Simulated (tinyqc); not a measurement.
Both approximations at x = 1/2: order-disorder in a binary alloy on two sublattices: Bragg-Williams and pair (quasi-chemical) approximations. Computed by tinyqc, a small Python program. Command: `OMP_NUM_THREADS=1 python tinyqc.py 3008727 3008728 out.jsonl order walk`. One thread of a shared host (Intel(R) Xeon(R) Processor @ 2.30GHz), about 0.01 s of CPU time with the checks.

All z = 6 neighbours of a site lie on the other sublattice. B fills the sublattices with x + eta/2 and x - eta/2; energies are per site, from the pure components: u = -z w y with y the probability of an A-B bond taken in one order.

Inputs (values chosen for the exercise, for a model alloy): ordering energy w = (e_AA + e_BB)/2 - e_AB = 18.4 meV; fraction x of B = 0.5.

Lattice: simple cubic (z = 6).

Constants: k_B = 8.617333262e-05 eV/K.

Method. Bragg-Williams: k_B T_c = 2 z w x (1 - x). Pair approximation at x = 1/2: k_B T_c = w/ln(z/(z - 2)). At x = 1/2 the alloy is an Ising model with K = w/(2 k_B T). Bragg-Williams: eta = tanh(z K eta), neighbour correlation -eta^2. Pair: h = (z - 1) artanh(tanh K tanh h), eta = tanh(z h/(z - 1)), correlation -(tanh K + tanh^2 h)/(1 + tanh K tanh^2 h). T is given in units of the Bragg-Williams T_c at x = 1/2, z w/(2 k_B).

T_c, pair approximation at x = 1/2 = 526.613 K

Order and neighbour correlation:
```
T/T_c,T (K),"eta, Bragg-Williams","correlation, Bragg-Williams","eta, pair","correlation, pair"
0.30,192.17,0.99741,-0.99483,0.99728,-0.99464
0.45,288.26,0.97398,-0.94863,0.96897,-0.94178
0.55,352.31,0.93553,-0.87521,0.91387,-0.84867
0.65,416.37,0.87207,-0.76050,0.80308,-0.68837
0.75,480.43,0.77552,-0.60143,0.57532,-0.44235
0.85,544.48,0.62950,-0.39627,0.00000,-0.19360
0.95,608.54,0.37949,-0.14401,0.00000,-0.17366
1.10,704.63,0.00000,0.00000,0.00000,-0.15037
1.50,960.85,0.00000,0.00000,0.00000,-0.11066
```

What follows from these numbers?

The pair approximation loses long-range order between T/T_c = 0.75 and 0.85, at 527 K, and keeps a correlation of -0.111 in the last row. At its own T_c the correlation is -1/(z - 1) = -0.200, so the fewer the neighbours, the more of the ordering energy is released above T_c.
